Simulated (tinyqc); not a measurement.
Slater-Koster d bands of a bcc metal: one step. Second moment and the rectangular band. Three cases, with inputs chosen for the exercise.

Task: mu2 = z (dds^2 + 2 ddp^2 + 2 ddd^2)/5 per orbital, with z = 8 + 6 f2^2. A rectangular band with the same mu2 has width W = sqrt(12 mu2), Fermi level W (Nd/10 - 1/2) and bond energy -W Nd (10 - Nd)/20 (Friedel).

Case 1.

Values chosen (of the size met in Nb; shifted at random, so the results belong to these values and not to a real crystal): dds = -1.261 eV (dd sigma); ddp = 0.593 eV (dd pi); ddd = -0.227 eV (dd delta); Nd = 4 (d electrons per atom); f2 = 0.487 (factor on all three integrals for second neighbours).

Case 2.

Values chosen (of the size met in W; shifted at random, so the results belong to these values and not to a real crystal): dds = -1.47 eV (dd sigma); ddp = 0.867 eV (dd pi); ddd = -0.059 eV (dd delta); Nd = 5 (d electrons per atom); f2 = 0.36 (factor on all three integrals for second neighbours).

Case 3.

Values chosen (of the size met in Fe; shifted at random, so the results belong to these values and not to a real crystal): dds = -0.762 eV (dd sigma); ddp = 0.488 eV (dd pi); ddd = -0.137 eV (dd delta); Nd = 6 (d electrons per atom); f2 = 0.487 (factor on all three integrals for second neighbours).

Give: mu2; W; Fermi level; bond energy per atom.

Result:

Case 1.

mu2 = 4.5164 eV^2
W = 7.3619 eV
Fermi level = -0.7362 eV
bond energy per atom = -8.8342 eV

Case 2.

mu2 = 6.4449 eV^2
W = 8.7943 eV
Fermi level = 0.0000 eV
bond energy per atom = -10.9928 eV

Case 3.

mu2 = 2.0626 eV^2
W = 4.9751 eV
Fermi level = 0.4975 eV
bond energy per atom = -5.9701 eV

The bond energy is the attractive part alone; the repulsion between atoms, left out, cancels a large share of it in the cohesive energy.

Computed by tinyqc, one run a case: `OMP_NUM_THREADS=1 python tinyqc.py N N+1 out.jsonl` with N = 1480771, 1481630, 1482204; one thread of a shared Intel(R) Xeon(R) Processor @ 2.30GHz, about 0.03 s a run at most.
